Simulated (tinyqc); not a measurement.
Sweeping the field: donor near an oxide interface in a gate field (two-state model).

Interface at z = 0 (hard wall), donor at z = d, field F pulling electrons to the interface: potential e F z; 1 kV/cm = 1e-5 eV/angstrom, c = hbar^2/2m0, q = e^2/(4 pi eps0), Q = (eps - eo)/(eps + eo). Donor state: E_D = e F d - ED - q Q/(4 eps d), the last term joining the images of ion and electron. Interface state: z exp(-b z/2) exp(-rho^2/(2 L^2)) with E_z = c b^2/(4 mz) + 3 e F/b + q Q b/(8 eps), minimised over b; in the plane at z = 3/b the ion (distance D = d - 3/b) and its image (D' = d + 3/b) give E_rho = c/(mt L^2) - (q/eps)(sqrt(pi)/L)[erfcx(D/L) + Q erfcx(D'/L)], erfcx(x) = exp(x^2) erfc(x), minimised over L. E_I = E_z + E_rho.

The two states couple by t = t0 exp(-D/aD) with t0 = q/(eps aD) (2 aD/L) sqrt(aD b/2) v, v a valley factor; this form is an estimate. With detuning u = E_D - E_I the splitting is sqrt(u^2 + 4 t^2) and the lower state has weight (1 - u/sqrt(u^2 + 4 t^2))/2 on the donor.

Constants: hbar^2/2m0 = 3.80998211 eV angstrom^2; e^2/(4 pi eps0) = 14.39964547 eV angstrom.

Values chosen for the exercise (near those of a donor in Si below SiO2, static dielectric constants; the results hold for these values, not for the real material):
```
symbol  value                                                  unit      meaning
d       130                                                    angstrom  depth of the donor
ED      54                                                     meV       bulk binding energy
mz      0.925                                                  m0        mass across the interface
mt      0.195                                                  m0        mass in the plane
eps     11.5                                                             dielectric constant of the semiconductor
eo      3.9                                                              dielectric constant of the oxide
aD      20                                                     angstrom  donor radius
v       0.6                                                              valley factor
Fl      (59.16, 60.497, 61.032, 61.3, 61.567, 62.102, 63.439)  kV/cm     fields
```

Both levels, the splitting, the donor weight and the mean depth w d + (1 - w) 3/b.

Results:
```
F (kV/cm)  E_D (meV)  E_I (meV)  splitting (meV)  donor weight  mean depth (angstrom)
59.160        21.720     23.720             2.02         0.996                  129.6
60.497        23.458     24.209            0.794         0.973                  127.5
61.032        24.153     24.404            0.357         0.851                  115.9
61.300        24.502     24.501            0.254         0.499                   82.5
61.567        24.849     24.598            0.356         0.148                   49.2
62.102        25.544     24.791            0.794         0.026                   37.5
63.439        27.282     25.272             2.03         0.004                   35.1
```

What does the comparison show, and why?

E_D rises by 1.30 and E_I by 0.36 meV per kV/cm, so they cross once, near 61.3 kV/cm, where the splitting is 2t = 0.254 meV. The donor weight passes from 0.85 to 0.15 while the detuning goes from -2t to 2t, a window of 0.54 kV/cm or 0.88 % of the field; across the table the charge moves by 95 angstrom.

Computed by tinyqc, a small Python program: `OMP_NUM_THREADS=1 python tinyqc.py 1281247 1281248 out.jsonl` (the numbers bound the seed that draws the inputs); one thread of a shared host (Intel(R) Xeon(R) Processor @ 2.30GHz), about 0.1 s for the whole set of steps.
